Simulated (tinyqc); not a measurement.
# Millisecond and nanosecond annealing: surface heating, thermal budget and solid-phase regrowth, step by step

A worked calculation. Computed by tinyqc, a small Python program that keeps every step. Command: `OMP_NUM_THREADS=1 python tinyqc.py 3016253 3016254 out.jsonl flash walk`. One thread of a shared host (Intel(R) Xeon(R) Processor @ 2.30GHz), about 0.01 s of CPU time with the checks. Intermediate numbers are printed to about 7 digits and carried at full precision; extremes and crossings named in words are read from the listed rows.

A square pulse heats the surface of a thick wafer with constant thermal properties; losses by radiation are neglected and silicon melts at 1414 C.

Inputs (values chosen for the exercise, modelled on hot silicon with boron):
```
quantity                      value        unit
incident fluence              0.188      J/cm^2
pulse length t_p            2.3e-08           s
reflectance R                  0.58           -
thermal conductivity k         0.27    W/(cm K)
heat capacity per volume c     2.14  J/(cm^3 K)
preheat temperature T0          400           C
wafer thickness d               775          um
dopant prefactor D0            1.15      cm^2/s
dopant activation energy E     3.48          eV
regrowth prefactor v0       3.7e+08        cm/s
regrowth energy E_v             2.7          eV
amorphous layer                   6          nm
```

Source: pulsed laser.

Constants: k_B = 8.617333262e-05 eV/K.

## Peak temperature

Absorbed flux q = (1 - R) fluence/t_p; kappa = k/c. With f(z, t) = (2 q/k) sqrt(kappa t) ierfc(z/(2 sqrt(kappa t))), ierfc(x) = exp(-x^2)/sqrt(pi) - x erfc(x): T = T0 + f(z, t) during the pulse and T0 + f(z, t) - f(z, t - t_p) after it. At the surface the rise at the end of the pulse is 2 q sqrt(t_p/(pi k c)); the fluence that just melts the surface scales with (1414 - T0).

absorbed flux q = 3433043 W/cm^2

kappa = 0.1261682 cm^2/s

thermal length sqrt(kappa t_p) = 0.5386900 um

peak temperature = 1172.875 C

fluence at the melting threshold = 0.2466529 J/cm^2

The heated layer is 0.07 % of the wafer thickness, so the cold bulk quenches the surface.

## Temperature in depth and time

The formulas are those given above.

Temperature (C):
```
t/t_p   surface  z = 0.5 thermal lengths     z = 1     z = 2
0.10    644.405                 440.5612  402.7005  400.0005
0.25    786.438                 536.7429  434.4215  400.6699
0.50    946.505                 670.9587  514.1327  411.6313
0.75   1069.330                 781.8738  595.8813  436.0606
1.00   1172.875                 878.2117  673.4857  468.8430
1.10    966.194                 873.1914  700.5085  483.3862
1.50    800.070                 772.3140  701.0216  534.3330
2.00    720.135                 706.3075  668.4318  559.4224
4.00    607.091                 603.3887  592.6758  555.2090
10.00   525.420                 524.5969  522.1585  512.8735
```

One tenth of a pulse length after the end the surface has lost 207 C: cooling starts as sqrt(t - t_p), much faster than heating ends.

## Thermal budget

Temperatures in kelvin are T(C) + 273.15. Integrate exp(-E/(k_B T(t))) at the surface from 0 to 10 t_p (Gauss-Legendre, 60 points in sqrt(t) up to t_p and 60 in sqrt(t - t_p) after it). (Dt) = D0 x integral with E; regrowth = v0 x integral with E_v; effective time = integral/exp(-E/(k_B T_peak)).

budget (Dt) = 2.497766e-21 cm^2

diffusion length 2 sqrt(Dt) = 9.995531e-04 nm

effective time over t_p = 0.1270104

possible regrowth = 0.005370905 nm

Only 12.7 % of the pulse counts at the peak; the estimate 2 k_B T_peak^2/(E (T_peak - T0)) gives 13.4 %. The amorphous layer of 6 nm regrows only by 0.090 % of its thickness. Caution: equilibrium diffusivities are used; implant damage enhances diffusion, and k and c vary with temperature. Caution: the peak lies above 1150 C, and amorphous silicon melts some 200 to 250 K below the crystal, so a layer that has not regrown before the peak may melt instead. Caution: a diffusion length below the atomic spacing of 0.235 nm means about one jump per atom or fewer, so the profile does not change measurably.

## Same peak temperature, different pulse lengths

For each t_p the flux is set so that the peak temperature stays the same: q sqrt(t_p) is fixed.

Pulses:
```
t_p (s)   fluence (J/cm^2)    q (W/cm^2)  thermal length (um)  2 sqrt(Dt) (nm)  regrowth (nm)
1.00e-07      3.920071e-01  1.646430e+06         1.123246e+00     2.084212e-03   2.335176e-02
1.00e-06      1.239635e+00  5.206468e+05         3.552017e+00     6.590858e-03   2.335176e-01
1.00e-05      3.920071e+00  1.646430e+05         1.123246e+01     2.084212e-02   2.335176e+00
1.00e-04      1.239635e+01  5.206468e+04         3.552017e+01     6.590858e-02   2.335176e+01
3.00e-04      2.147111e+01  3.005956e+04         6.152273e+01     1.141570e-01   7.005529e+01
1.00e-03      3.920071e+01  1.646430e+04         1.123246e+02     2.084212e-01   2.335176e+02
3.00e-03      6.789762e+01  9.505667e+03         1.945520e+02     3.609961e-01   7.005529e+02
1.00e-02      1.239635e+02  5.206468e+03         3.552017e+02     6.590858e-01   2.335176e+03
```

Fluence and diffusion length grow as sqrt(t_p), regrowth as t_p. The layer of 6 nm regrows from t_p = 0.0001 s on among these rows, at a diffusion length of 0.066 nm. Caution: amorphous silicon melts some 200 to 250 K below the crystal, which matters for the short pulses that reach the peak before regrowth. Caution: the shortest pulses need a source absorbed within their thermal length, and the longest also heat the back of the wafer, which the thick-wafer formula leaves out.

Checks made by the program: heat stored at the end of the pulse against the absorbed fluence (relative difference below 1e-10).
